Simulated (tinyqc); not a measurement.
Current of a Schottky diode by thermionic-emission-diffusion theory, and its read-back from I-V-T and C-V data: one step, computed by the program tinyqc. Command: `OMP_NUM_THREADS=1 python tinyqc.py 3012106 3012107 out.jsonl schottky walk`. One thread of a shared host (Intel(R) Xeon(R) Processor @ 2.30GHz), about 0.01 s of CPU time with the checks.

Full ionisation, no tunnelling, no recombination current. V is the voltage across the junction itself, forward positive.

Task: Read-back from the I-V curve. N_c(T) = N_c (T/300 K)^(3/2); V_bi = phi_0 - (k_B T/e) ln(N_c(T)/N); surface field F = sqrt(2 e N (V_bi - V - k_B T/e)/(eps eps_0)); image lowering d_phi = sqrt(e F/(4 pi eps eps_0)); effective barrier phi = phi_0 - d_phi. Collection velocity v_R = A* T^2/(e N_c(T)); diffusion velocity v_D = mu F; J = e N_c(T) v_R/(1 + v_R/v_D) exp(-phi/k_B T) [exp(e V/k_B T) - 1]. Ideality n = (e/k_B T)/(d ln J/dV) by a central difference of +/- 1 mV; J_0 = J exp(-e V/(n k_B T)); apparent barrier phi_IV = k_B T ln(A* T^2/J_0); a C-V plot gives phi_CV = phi_0, the mean without lowering.

Inputs (values chosen for the exercise, modelled on n-type silicon): Richardson constant A* = 112 A/(cm^2 K^2); effective density of states at 300 K, N_c = 2.8e+19 1/cm^3; permittivity eps = 11.7; mobility mu = 1300 cm^2/(V s); barrier without image force phi_0 = 0.737 eV; doping N = 1.4e+17 1/cm^3; junction voltage V = 0.29 V; temperature T = 350 K.

Barrier: uniform.

Constants: k_B = 8.617333262e-05 eV/K; e = 1.602176634e-19 C; eps_0 = 8.8541878128e-12 F/m.

Give: ideality factor n; extrapolated J_0; apparent barrier phi_IV; phi_CV - phi_IV.

Result:

ideality factor n = 1.038

extrapolated J_0 = 0.001535 A/cm^2

apparent barrier phi_IV = 0.6911 eV

phi_CV - phi_IV = 45.91 meV
